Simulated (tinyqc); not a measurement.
# Out-diffusion of a doped substrate or buried layer into a growing epitaxial film, step by step

A worked calculation. Computed by tinyqc, a small Python program that keeps every step. Command: `OMP_NUM_THREADS=1 python tinyqc.py 3016791 3016792 out.jsonl buried walk`. One thread of a shared host (Intel(R) Xeon(R) Processor @ 2.30GHz), about 0.01 s of CPU time with the checks. Intermediate numbers are printed to about 7 digits and carried at full precision; extremes and crossings named in words are read from the listed rows.

x is counted from the original substrate surface into the film, whose surface moves as x = v t. Substrate dopant has one diffusivity; the dopant of the film is taken as uniform.

Inputs (values chosen for the exercise, modelled on phosphorus in silicon):
```
quantity                                            value    unit
prefactor D0                                         4.51  cm^2/s
activation energy E                                  3.68      eV
substrate concentration C_s                       7.8e+19  1/cm^3
film doping C_e                                   4.8e+15  1/cm^3
growth rate v                                        0.22  um/min
film thickness d                                      3.5      um
growth temperature T                                  950       C
autodoping level at the start, as a share of C_s   0.0009       -
decay length of autodoping                           0.32      um
later thermal budget (Dt)2                        3.4e-12    cm^2
```

Film doping: same type as the substrate.

Constants: k_B = 8.617333262e-05 eV/K.

## Scales

D = D0 exp(-E/(k_B T)); growth time t = d/v; l = 2 sqrt(D t); growth number G = v t/l = d/l; 1 um = 1e-4 cm. Temperatures in kelvin are T(C) + 273.15.

diffusivity D = 3.100077e-15 cm^2/s

growth time t = 15.90909 min

length l = 0.03440445 um

growth number G = 101.7310

The surface outruns diffusion, so the film acts as an infinite medium.

## Moving boundary against the simple erfc

For a surface that grows from dopant-free material and loses none by evaporation, with u = x/l and s = G - u: C/C_s = (1/2) [erfc(u) + (1 + 4 G (G + s)) exp(4 G s) erfc(G + s) - (4G/sqrt(pi)) exp(-u^2)]; for large G it tends to (1/2) erfc(u). Early in the growth G = sqrt(v x_s/(4 D)) for the thickness x_s reached so far; rows give C at the interface (u = 0) and at the surface (u = G).

The first stage of growth:
```
G     C/C_s at the interface  C at the surface (1/cm^3)  simple erfc there (1/cm^3)     ratio  thickness x_s (nm)
0.10               0.8240326               6.189867e+19                3.461395e+19  1.788258        3.381903e-03
0.25               0.6796730               4.283208e+19                2.822327e+19  1.517616        2.113689e-02
0.50               0.5771858               2.182899e+19                1.870050e+19  1.167294        8.454756e-02
0.75               0.5380755               1.026449e+19                1.126493e+19  0.911189        1.902320e-01
1.00               0.5209014               4.429630e+18                6.134669e+18  0.722065        3.381903e-01
1.50               0.5079422               6.260483e+17                1.321899e+18  0.473598        7.609281e-01
2.00               0.5037327               5.972024e+16                1.824317e+17  0.327357        1.352761e+00
2.50               0.5020203               3.755049e+15                1.587113e+16  0.236596        2.113689e+00
3.00               0.5012072               1.529024e+14                8.615294e+14  0.177478        3.043712e+00
```

At the interface the value falls from 0.824 towards 1/2 as G grows; among these rows it is within 1 % of 1/2 from G = 2 on. At the surface the ratio to the simple erfc goes from 1.788 to 0.177: a fixed wall would double the value, while fresh undoped material dilutes a fast-moving surface. The surface value drops below C_e = 4.8e15 by the row at 2.11 nm; the finished film has G = 102. Caution: rows with a thickness or a length l = x_s/G below about 1 nm are formal for a continuum model.

## Transition width

After growth and the later budget: l2 = 2 sqrt(D t + (Dt)2); C(x) = (C_s/2) erfc(x/l2) + share x C_s exp(-x/decay length) for x > 0 (autodoping taken as unchanged by the later budget). The transition x_t solves C(x) = C_e, where the total doping is twice the intended value. Usable film = d - x_t. Also give x_t for the erfc term alone, after growth and after the later budget.

length l2 = 0.05043477 um

x_t after growth, erfc alone = 0.09341598 um

x_t after the later budget, erfc alone = 0.1369420 um

x_t with autodoping = 0.8584744 um

usable film = 2.641526 um

Autodoping sets the transition. The later budget is 1.1 times that of the growth. Caution: the substrate doping is comparable to or above the intrinsic density at growth temperature, so the diffusivity may be higher on that side.

## Profile in the film

Positions are 0.05, 0.2, 0.4, 0.6, 0.8, 1, 1.25 and 1.5 of x_t with autodoping (any beyond the film thickness are formal); net doping = C + C_e.

Concentrations (1/cm^3):
```
x/x_t    x (um)     diffusion    autodoping    net doping
0.05   0.042924  8.921020e+18  6.138784e+16  8.987207e+18
0.20   0.171695  5.758031e+13  4.105045e+16  4.590803e+16
0.40   0.343390         < 1e8  2.400484e+16  2.880484e+16
0.60   0.515085         < 1e8  1.403717e+16  1.883717e+16
0.80   0.686779         < 1e8  8.208436e+15  1.300844e+16
1.00   0.858474         < 1e8  4.800000e+15  9.600000e+15
1.25   1.073093         < 1e8  2.454524e+15  7.254524e+15
1.50   1.287712         < 1e8  1.255143e+15  6.055143e+15
```

Checks made by the program: conservation of dopant by the moving-boundary solution (relative difference below 1e-10).
